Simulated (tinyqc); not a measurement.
Averaged masses of warped heavy- and light-hole bands, step by step. Values are carried at full precision from step to step, so a last printed digit may differ when a step is redone from the rounded ones.

Constants: Ry = 13.60569312 eV; a0 (Bohr radius) = 0.5291772105 angstrom; kB = 8.617333262e-05 eV/K; hbar^2/2m0 = 3.80998211 eV angstrom^2.

Inputs chosen for the exercise (near those of GaAs; shifted at random, so the results belong to these values and not to a real crystal): g1 = 7.06 (Luttinger gamma1); g2 = 2.07 (gamma2); g3 = 2.89 (gamma3); eps = 12.22 (dielectric constant); mso = 0.166 m0 (split-off mass); Dso = 0.343 eV (spin-orbit splitting); T = 77 K (temperature).

## Other forms of the parameters

Dresselhaus-Kip-Kittel form E = c [A k^2 -/+ sqrt(B^2 k^4 + C^2 (kx^2 ky^2 + ky^2 kz^2 + kz^2 kx^2))] with A = g1, B = 2 g2, C^2 = 12 (g3^2 - g2^2). Spherical form: mu = (6 g3 + 4 g2)/(5 g1), delta = (g3 - g2)/g1, masses 1/(g1 (1 -/+ mu)). Effective rydberg R* = Ry/(g1 eps^2) and radius a* = a0 g1 eps.

A, B, |C|: 7.060  4.140  6.986

mu, delta: 0.7258  0.1161

spherical masses, heavy and light (m0): 0.5165  0.0821

R* = 12.91 meV
a* = 45.7 angstrom

delta/mu = 0.16 measures the warping against the spherical splitting.

## Masses along six directions

Four-band hole energies E = c k^2 f(u), c = hbar^2/2m0, f = g1 -/+ 2 sqrt(g2^2 + 3 (g3^2 - g2^2) s), s = ux^2 uy^2 + uy^2 uz^2 + uz^2 ux^2 for the unit vector u; minus for heavy, plus for light holes; the mass along u is 1/f.

Give s and both masses.

Masses (m0):

| direction | s | heavy | light |
|---|---|---|---|
| [100] | 0.00000 | 0.3425 | 0.0893 |
| [110] | 0.25000 | 0.6086 | 0.0801 |
| [111] | 0.33333 | 0.7812 | 0.0779 |
| [310] | 0.09000 | 0.4133 | 0.0855 |
| [211] | 0.25000 | 0.6086 | 0.0801 |
| [321] | 0.25000 | 0.6086 | 0.0801 |

The heavy mass grows by a factor of 2.28 from [100] to [111] while the light one shrinks by 13 %; 1/m_heavy + 1/m_light = 2 g1 in every direction.

## Density-of-states masses from three directions

m_d^(3/2) is the angular mean of m(u)^(3/2). The rule mean = (10 F[100] + 16 F[110] + 9 F[111])/35 is exact for cubic harmonics up to sixth order. Total m_d = (m_h^(3/2) + m_l^(3/2))^(2/3).

m^(3/2):

| direction | heavy | light |
|---|---|---|
| [100] | 0.20041 | 0.02668 |
| [110] | 0.47473 | 0.02269 |
| [111] | 0.69053 | 0.02173 |

m_d heavy, light (m0): 0.5888  0.0822

total = 0.6092 m0
share of light holes = 5.0 %

## Averages on a grid

Grid: n x n midpoints in cos(theta) from 0 to 1 and phi from 0 to pi/2, equal weights. m_d = <f^(-3/2)>^(2/3). Conductivity mass for one scattering time: 1/m_c = <|w|^2 f^(-5/2)>/<f^(-3/2)> with w = grad_k(k^2 f)/(2 k), that is |w|^2 = f^2 + |angular gradient of f|^2/4.

Use n = 40.

m_d heavy, light (m0): 0.5600  0.0819

m_c heavy, light (m0): 0.4600  0.0814

The three-direction rule differs from the grid by +5.16 % for heavy holes. Warping makes m_c of the heavy holes 18 % smaller than m_d; on a sphere the two are equal.

## Effective density of states

Nv = 2 (kT/(4 pi c))^(3/2) [m_h^(3/2) + m_l^(3/2) + mso^(3/2) exp(-Dso/kT)], c = hbar^2/2m0, parabolic bands, m_h and m_l the density-of-states masses from the grid; 1 angstrom^-3 = 1e24 cm^-3.

prefactor = 3.2631e+18 cm^-3

the three terms: 0.41902  0.02344  0.00000

Nv = 1.444e+18 cm^-3

shares (%): 94.7  5.3  0.0

kT/Dso = 0.02, small enough for the four-band form.

## Checks

- m_d and m_c of heavy holes for g2 = g3 against 1/(g1 - 2 g3): they agree to 1e-10 or better.
- m_d of heavy holes on grids of 40 and 160: 0.5600 against 0.5599.

Computed by tinyqc, a small Python program: `OMP_NUM_THREADS=1 python tinyqc.py 1050293 1050294 out.jsonl` (the numbers bound the seed that draws the inputs); one thread of a shared host (Intel(R) Xeon(R) Processor @ 2.30GHz), about 0.03 s for the whole set of steps.
